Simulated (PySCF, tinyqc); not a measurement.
Inside a calculation. Method: RHF in the 3-21g basis, for H3-, spin multiplicity 1. The basis has no diffuse functions, so it cannot describe the extra electron: this is an exercise in the method, not the real anion. The lowest restricted solution is unstable here: a spin-polarised one lies 0.0688 hartree lower (PySCF). One step of it, computed by the program tinyqc.

Task: Iteration 2: diagonalisation and new density. Diagonalise F' = X^T F X, C = X C', fill 2 alpha and 2 beta electrons from the bottom; D = 2 C_occ C_occ^T. Each column has its largest component positive (the first on a tie).

Fock matrix F (hartree), lower triangle:
```
,1H 1s,1H 2s,2H 1s,2H 2s,3H 1s,3H 2s
1H 1s,0.442380
1H 2s,-0.325444,-0.146212
2H 1s,-0.339664,-0.343530,0.388896
2H 2s,-0.321450,-0.230190,-0.322389,-0.154586
3H 1s,-0.310185,-0.317203,-0.397036,-0.372677,0.407003
3H 2s,-0.302619,-0.212581,-0.380173,-0.264450,-0.323450,-0.151759
```

X, lower triangle:
```
,1H 1s,1H 2s,2H 1s,2H 2s,3H 1s,3H 2s
1H 1s,1.250264
1H 2s,-0.491852,1.911390
2H 1s,-0.057904,0.027280,1.250300
2H 2s,0.027246,-0.535196,-0.491873,1.912020
3H 1s,-0.057818,0.027257,-0.058072,0.027291,1.250288
3H 2s,0.027234,-0.534939,0.027303,-0.535697,-0.491866,1.911806
```

Give: F' = X^T F X; orbital energies; coefficients C; D after iteration 2.

Result:

F' = X^T F X (hartree), lower triangle:
```
,1,2,3,4,5,6
1,1.0860
2,-0.6957,0.5122
3,-0.2583,-0.0684,1.0024
4,-0.0526,-0.1313,-0.5943,0.5442
5,-0.2360,-0.0372,-0.3016,-0.1132,1.0308
6,-0.0268,-0.0929,-0.1186,-0.2061,-0.6287,0.5334
```

orbital energies (hartree): MO1 -0.4158, MO2 0.2097, MO3 0.4667, MO4 1.1595, MO5 1.6036, MO6 1.6853

coefficients C:
```
,MO1,MO2,MO3,MO4,MO5,MO6
1H 1s,0.2054,0.1963,-0.0355,0.5394,0.1874,-1.1854
1H 2s,0.1506,1.4796,-0.2627,-0.3689,-0.2037,1.4180
2H 1s,0.2472,-0.0478,0.1473,0.7635,-1.0079,0.3599
2H 2s,0.2446,-0.5068,1.4265,-0.6183,1.2295,-0.4764
3H 1s,0.2349,-0.1039,-0.1352,0.6729,0.9419,0.6238
3H 2s,0.2287,-0.9519,-1.1676,-0.5227,-1.1110,-0.8015
```

D after iteration 2, lower triangle:
```
,1H 1s,1H 2s,2H 1s,2H 2s,3H 1s,3H 2s
1H 1s,0.1615
1H 2s,0.6428,4.4239
2H 1s,0.0828,-0.0670,0.1268
2H 2s,-0.0985,-1.4261,0.1694,0.6334
3H 1s,0.0557,-0.2367,0.1261,0.2202,0.1320
3H 2s,-0.2798,-2.7479,0.2041,1.0767,0.3053,1.9167
```
